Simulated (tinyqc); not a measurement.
Fully depleted semiconductor-on-insulator film with two gates, non-linear Poisson equation by Newton steps: one step of the calculation.

One dimension across the film, front interface at x = 0, back interface at x = ts. psi is counted from the intrinsic level, n = ni exp(psi/Vt) (source grounded), holes neglected, acceptors ionised. Gates act through Cox = eps0 eox/tox and Cbox = 3.9 eps0/tb with potentials G1 = Vg - (phiM - chi - Vt ln(Nc/ni)) and G2 = Vb - (phiB - chi - Vt ln(Nc/ni)). Classical Boltzmann densities, no interface charge, no depletion in the back plane.

Problem. Capacitances and gate potentials. ni = sqrt(Nc Nv) exp(-Eg/(2 Vt)), Eg in volts; Cox, Cbox, G1, G2 as defined; Cs = eps0 eps_r/ts; a = eps0 eps_r/h with h = ts/9; coupling ratio of a depleted film Cs Cbox/(Cox (Cs + Cbox)).

Inputs (values chosen for the exercise); band and dielectric values close to those of silicon: temperature T = 300 K; band gap Eg = 1.11 eV; relative permittivity eps_r = 11.8; conduction-band density of states at T Nc = 2.76e19 cm^-3; valence-band density of states at T Nv = 2.63e19 cm^-3; electron affinity chi = 4.1 eV; relative permittivity of the gate insulator (close to silicon dioxide) eox = 3.9; insulator thickness tox = 2.6 nm; film thickness ts = 14 nm; buried-oxide thickness (eps_r 3.9) tb = 12 nm; work function of the front gate phiM = 4.36 eV; work function of the back plane phiB = 5.15 eV; back-gate voltage Vb = -0.3 V; front-gate voltage Vg = 0.37 V.

Constants: q = 1.602176634e-19 C, kB = 1.380649e-23 J/K, Vt = kB T/q, eps0 = 8.8541878128e-14 F/cm where lengths are in cm. Results are converted to the units shown.

Find: ni; Cox; Cbox; Cs; a; G1; G2; coupling ratio.

Solution.

ni = 1.2789e10 cm^-3
Cox = 1.3281 uF/cm^2
Cbox = 0.28776 uF/cm^2
Cs = 0.74628 uF/cm^2
a = 6.7165 uF/cm^2
G1 = 0.66562 V
G2 = -0.79438 V
coupling ratio = 0.15637

Computed by the program tinyqc: `OMP_NUM_THREADS=1 python tinyqc.py 2190157 2190158 out.jsonl`, one thread of a shared Intel Xeon 2.30GHz, about 0.6 s for the whole run.
